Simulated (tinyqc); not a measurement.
Resistance of a tapered via with liner, size effect and interface: one step of the calculation.

A round via whose diameter grows from db at the bottom as D(z) = db + 2 z/tan(ang). The fill, of diameter D - 2 tl, starts above the bottom liner (thickness fb tl) and has rho = rho0 (1 + ks lam/(D - 2 tl)); the sidewall liner conducts in parallel with it. The bottom liner and the interface are crossed over the full area pi db^2/4. Spreading in the lines above and below is left out.

Problem. Total resistance. R_fill = sum of the slices; R_bottom = rl fb tl/(pi db^2/4); R_interface = ri/(pi db^2/4); ballistic (Sharvin) limit 1/(Sb pi (db - 2 tl)^2/4); ideal cylinder rho0 hv/(pi db^2/4).

Inputs (values chosen for the exercise); fill metal close to molybdenum: diameter at the bottom db = 21 nm; height hv = 42 nm; bulk resistivity of the fill rho0 = 5.26 uohm cm; liner on the sidewall tl = 0.4 nm; liner at the bottom over that on the sidewall fb = 0.5; resistivity of the liner rl = 230 uohm cm; interface resistivity at the bottom ri = 3.2e-12 ohm cm^2; ballistic conductance per area, about 3/(4 rho0 lam) Sb = 1.3e15 S/m^2.

| slice | slice resistance (ohm) |
|---|---|
| 0 | 1.2503748 |
| 1 | 1.2285884 |
| 2 | 1.2073475 |
| 3 | 1.1866343 |
| 4 | 1.1664320 |
| 5 | 1.1467243 |
| 6 | 1.1274955 |
| 7 | 1.1087306 |
| 8 | 1.0904151 |
| 9 | 1.0725352 |

Find: parts; R; shares; ballistic limit; ideal cylinder.

Solution.

parts (ohm): fill 11.59, bottom liner 1.328, interface 0.9239
R = 13.84 ohm
shares (%): fill 83.73, bottom liner 9.60, interface 6.68
ballistic limit = 2.400 ohm
ideal cylinder = 6.378 ohm

The fill is the largest part, and R is 2.17 times the ideal cylinder. With 2000 slices R = 13.837 ohm.

Program tinyqc, `OMP_NUM_THREADS=1 python tinyqc.py 2750059 2750060 out.jsonl`; Intel Xeon 2.30GHz, shared host, one thread, about 0.01 s.
